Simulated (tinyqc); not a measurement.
RHF in the sto-3g basis, for H2, spin multiplicity 1, step by step. One step of it, computed by the program tinyqc.

Task: Iteration 1: building the Fock matrix. J_ij = sum D_kl (ij|kl), K_ij = sum D_kl (ik|jl); F = H + J - 0.5 K; E = tr D H + tr D J / 2 - 0.25 tr D K + E_nn.

D at the start, order 1H 1s, 2H 1s:
```
[[1.052373, -1.959804],
 [-1.959804, 3.649685]]
```

core Hamiltonian H = T + V (hartree), order 1H 1s, 2H 1s:
```
[[-1.151088, -1.012944],
 [-1.012944, -1.151088]]
```

Two-electron integrals (ij|kl) in chemists' order, unique and non-zero (hartree):
```
(11|11) 0.774606   (21|11) 0.470528   (21|21) 0.328369   (22|11) 0.587024
(22|21) 0.470528   (22|22) 0.774606
```

nuclear repulsion = 0.76140606 hartree

Give: Coulomb J; exchange K; Fock matrix F; total energy of this density.

Result:

Coulomb J (hartree), order 1H 1s, 2H 1s:
```
[[1.113, 0.925],
 [0.925, 1.601]]
```

exchange K (hartree), order 1H 1s, 2H 1s:
```
[[0.169, 0.418],
 [0.418, 1.328]]
```

Fock matrix F (hartree), order 1H 1s, 2H 1s:
```
[[-0.122, -0.297],
 [-0.297, -0.215]]
```

total energy of this density = 0.16578 hartree
